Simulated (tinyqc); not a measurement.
Square on-chip spiral inductor, lumped pi model: two steps of the calculation.

Outer diameter do = di + 2 n wd + 2 (n - 1) sp, mean da = (do + di)/2, fill p = (do - di)/(do + di), length l = 4 n da. L = 2.34 mu0 n^2 da/(1 + 2.75 p), mu0 = 4 pi 1e-7 H/m. Rs = rho l/(wd delta (1 - exp(-th/delta))), delta = sqrt(rho/(pi f mu0)). Cs = n wd^2 eps0 eo/hu across the coil. At each end Cox = l wd eps0 eo/(2 ho) leads to the substrate branch Rsi = 2 rs he/(l wd) in parallel with Csi = l wd eps0 11.7/(2 he). With one end grounded Y = 1/(Rs + i w L) + i w Cs + 1/[1/(i w Cox) + 1/(1/Rsi + i w Csi)], w = 2 pi f; Q = -Im Y/Re Y. Eddy currents in neighbouring turns and in the substrate are left out.

Inputs (values chosen for the exercise); values of the order met in silicon radio-frequency processes: number of turns n = 2.5; line width wd = 4 um; space between turns sp = 3 um; inner diameter di = 80 um; metal thickness th = 3 um; metal resistivity rho = 2.2 uohm cm; oxide below the coil ho = 7.4 um; oxide between coil and underpass hu = 0.8 um; relative permittivity of the oxide eo = 3; substrate resistivity rs = 20 ohm cm; effective spreading depth in the substrate he = 50 um; frequency f = 6.1 GHz.

Constants: eps0 = 8.8541878128e-12 F/m. Results are converted to the units shown.

Problem 1. Geometry and model elements. do, l, L, delta, Rs, Cs, Cox, Rsi and Csi as defined.

Give: do; l; L; delta; Rs; Cs; Cox; Rsi; Csi.

Solution 1.

do = 109.00 um
l = 945.00 um
L = 1.2214 nH
delta = 0.95580 um
Rs = 5.6842 ohm
Cs = 1.3281 fF
Cox = 6.7842 fF
Rsi = 5291.0 ohm
Csi = 3.9159 fF

Problem 2. Admittance, quality factor and apparent inductance. Series branch 1/(Rs + i w L), substrate branch, total Y, Q = -Im Y/Re Y, apparent inductance Im(1/Y)/w, metal-only value w L/Rs, share of the loss in the substrate Re(substrate branch)/Re Y.

L = 1.2213802 nH
Rs = 5.6841984 ohm
Cs = 1.3281282 fF
Cox = 6.7842223 fF
Rsi = 5291.0053 ohm
Csi = 3.9158531 fF

Wanted: series branch; substrate branch; Y; Q; apparent inductance; w L/Rs; share of the loss in the substrate.

Solution 2.

series branch = 2.56-21.05i mS
substrate branch = 0.0627+0.1240i mS
Y = 2.62-20.88i mS
Q = 7.972
apparent inductance = 1.230 nH
w L/Rs = 8.236
share of the loss in the substrate = 2.393 %

Q is 96.8 % of the metal-only value.

Computed by the program tinyqc: `OMP_NUM_THREADS=1 python tinyqc.py 2302023 2302024 out.jsonl`, one thread of a shared Intel Xeon 2.30GHz, about 0.01 s for the whole run.
